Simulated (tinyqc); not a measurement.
Fully depleted semiconductor-on-insulator film with two gates, non-linear Poisson equation by Newton steps: one step of the calculation.

One dimension across the film, front interface at x = 0, back interface at x = ts. psi is counted from the intrinsic level, n = ni exp(psi/Vt) (source grounded), holes neglected, acceptors ionised. Gates act through Cox = eps0 eox/tox and Cbox = 3.9 eps0/tb with potentials G1 = Vg - (phiM - chi - Vt ln(Nc/ni)) and G2 = Vb - (phiB - chi - Vt ln(Nc/ni)). Classical Boltzmann densities, no interface charge, no depletion in the back plane.

Problem. Newton step. Solve a d_(i-1) + b_i d_i + a d_(i+1) = -F_i for all nodes. Each component d is damped to sign(d) Vt ln(1 + |d|/Vt) before it is added.

Inputs (values chosen for the exercise): temperature T = 350 K.

Constants: q = 1.602176634e-19 C, kB = 1.380649e-23 J/K, Vt = kB T/q. Results are converted to the units shown.

a = 13.792580 uF/cm^2

```
node	diagonal b (F/cm^2)	residual F (C/cm^2)	psi after iteration 2 (V)
0	-1.7489542e-5	2.6503417e-9	0.19200320
1	-2.7621283e-5	3.5586462e-9	0.18417212
2	-2.7613813e-5	3.6381657e-9	0.17718467
3	-2.7608524e-5	2.9554816e-9	0.17103029
4	-2.7604705e-5	1.9920455e-9	0.16564792
5	-2.7601891e-5	1.0063621e-9	0.16095935
6	-2.7599778e-5	1.0797449e-10	0.15688697
7	-1.4002208e-5	-1.8045299e-8	0.15336101
```

Give: Newton step d, before damping; psi after iteration 3.

Solution.

```
node	Newton step d, before damping (1e-3 V)	psi after iteration 3 (V)
0	-0.157	0.1918
1	-0.391	0.1838
2	-0.885	0.1763
3	-1.644	0.1694
4	-2.620	0.1631
5	-3.744	0.1574
6	-4.945	0.1523
7	-6.160	0.1478
```

Range of the model: In so thin a film or at such density quantum confinement moves the charge away from the interfaces and raises the threshold.

Computed by the program tinyqc: `OMP_NUM_THREADS=1 python tinyqc.py 2190098 2190099 out.jsonl`, one thread of a shared Intel Xeon 2.30GHz, about 0.3 s for the whole run.
